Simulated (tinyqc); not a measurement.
Inside a calculation. Model: strain, valley repopulation and piezoresistance in a many-valley conduction band. Computed by tinyqc, a small Python program that keeps every step. Command: `OMP_NUM_THREADS=1 python tinyqc.py 3030729 3030730 out.jsonl valleys walk`. One thread of a shared host (Intel(R) Xeon(R) Processor @ 2.30GHz), about 0.02 s of CPU time with the checks. Intermediate numbers are printed to about 6 digits and carried at full precision; extremes and crossings named in words are read from the listed rows.

Valleys are ellipsoids with mass m_l along the axis a and m_t across it, parabolic, with one constant relaxation time; strain shifts the valleys and leaves the masses alone. Currents are taken along [100], along the load, and along [010], across the load.

Inputs (values chosen for the exercise, modelled on silicon): longitudinal mass m_l = 0.915 m_0; transverse mass m_t = 0.188 m_0; shear deformation potential Xi_u = 9.2 eV; dilation deformation potential Xi_d = 1.1 eV; C11 = 166 GPa; C12 = 64.2 GPa; C44 = 80.1 GPa; stress X (tension positive) = 41 MPa; electron density n = 2.8e+19 1/cm^3; relaxation time tau = 73 fs; temperature T = 300 K.

Valley axes: <100> (6 valleys in 3 pairs). Load: uniaxial [100].

Constants: k_B = 8.617333262e-05 eV/K; m_0 = 9.1093837015e-31 kg; k_B = 1.380649e-23 J/K; hbar = 1.054571817e-34 J s; e = 1.602176634e-19 C.

## Strain

Compliances S11 = (C11 + C12)/((C11 - C12)(C11 + 2 C12)), S12 = -C12/((C11 - C12)(C11 + 2 C12)), S44 = 1/C44; stress sigma_ij = X n_i n_j for the unit vector n of the load; e_xx = S11 sigma_xx + S12 (sigma_yy + sigma_zz), e_xy = S44 sigma_xy/2 (tensor strain).

strain tensor (%), rows x, y, z:
```
[[0.0314922, 0.0000000, 0.0000000],
 [0.0000000, -0.0087828, 0.0000000],
 [0.0000000, 0.0000000, -0.0087828]]
```

## Valley shifts

Herring-Vogt shift of a valley with unit axis a: dE = Xi_d tr(e) + Xi_u a.e.a.

shifts dE (meV): x 3.05048, y -0.65483, z -0.65483

splitting (highest minus lowest) = 3.70530 meV

Lowest: y, z; the splitting is 0.143 k_B T.

## Populations

Each of the 6 valleys holds n_v = N_v (2/sqrt(pi)) F_1/2((E_F - dE_v)/(k_B T)), N_v = 2 (m_d k_B T/(2 pi hbar^2))^(3/2), m_d = (m_l m_t^2)^(1/3); E_F solves sum n_v = n and is counted from the unstrained edge. F_j(eta) = int_0^infinity x^j/(1 + exp(x - eta)) dx, without a gamma-function factor. It is evaluated after integrating by parts. Integrals over x = E/(k_B T) use 160 Gauss-Legendre points in u = sqrt(x) from 0 to sqrt(max(eta, 0) + 32).

Fermi level E_F = 10.7341 meV

share of the electrons (per pair): x 0.310158, y 0.344921, z 0.344921

## Mobility tensor and resistance change

Mobility tensor mu = e tau sum_v (n_v/n) [1/m_t + (1/m_l - 1/m_t) a a^T]; unstrained mu_0 = e tau (1/m_l + 2/m_t)/3; resistivity along d from the inverse tensor, rho_d = d.mu^-1.d/(n e), mobility along d = 1/(d.mu^-1.d); gauge pi_d = (rho_d/rho_0 - 1)/X.

mobility tensor (cm^2/(V s)), rows x, y, z:
```
[[514.647, 0.000, 0.000],
 [0.000, 495.783, 0.000],
 [0.000, 0.000, 495.783]]
```

unstrained mobility mu_0 = 502.071 cm^2/(V s)

mobility along the first direction = 514.647 cm^2/(V s)

mobility along the second direction = 495.783 cm^2/(V s)

resistance change along the first direction = -2.44355 %

resistance change along the second direction = 1.26826 %

The mobility lies between e tau/m_l = 140 and e tau/m_t = 683; the trace stays at 3 mu_0. Along the first direction the filled valleys present more of their light mass.

## Linear piezoresistance coefficients

With eta_0 the reduced Fermi level without strain, r = F_-1/2(eta_0)/(2 F_1/2(eta_0)) (1 for a classical gas) and c = r (Xi_u/k_B T) (m_l - m_t)/(2 m_l + m_t): pi11 = -(2/3) c (S11 - S12), pi12 = -pi11/2, pi44 = 0, with S11 - S12 = 1/(C11 - C12).

eta_0 = 0.394019

degeneracy factor r = 0.737736

pi11 = -61.9397 1e-11/Pa

pi12 = 30.9698 1e-11/Pa

pi44 = 0 1e-11/Pa

Degeneracy lowers the coefficients to 74 % of the classical value.

## Full result against the linear law

Linear theory: pi_l = pi11, pi_t = pi12.

Resistance changes (%); at 2000 MPa the strain is near or above 1 %, where band warping, left out here, matters:
```
X (MPa)  splitting (meV)  largest share  first direction    linear  second direction    linear
-2000            180.747       0.994797          250.745   123.879          -26.3323  -61.9397
-1000             90.373       0.874916          141.155    61.940          -22.6404  -30.9698
-400              36.149       0.578191           35.987    24.776          -11.6856  -12.3879
-150              13.556       0.422738           10.696     9.291           -4.6086   -4.6455
-50                4.519       0.362423            3.246     3.097           -1.5476   -1.5485
50                 4.519       0.347420           -2.955    -3.097            1.5459    1.5485
150               13.556       0.373943           -8.070    -9.291            4.5905    4.6455
400               36.149       0.428253          -17.024   -24.776           11.4313   12.3879
1000              90.373       0.487834          -25.035   -61.940           20.0452   30.9698
2000             180.747       0.499607          -26.439  -123.879           21.9073   61.9397
```

Along the first direction the linear law holds within 10 % for 2 of the 10 stresses, at -50.0, 50.0 MPa. At the largest compression the full change is +250.7 % against the linear +123.9 %, at the largest tension -26.4 % against -123.9 %: once the splitting is comparable with k_B T (or E_F) the populations no longer follow it linearly, and the change must saturate when the upper valleys are empty.

Checks made by the program: trace of the tensor against 3 mu_0 (relative difference below 1e-10); linear coefficients against the full calculation at 0.01 MPa (relative difference 6e-06).
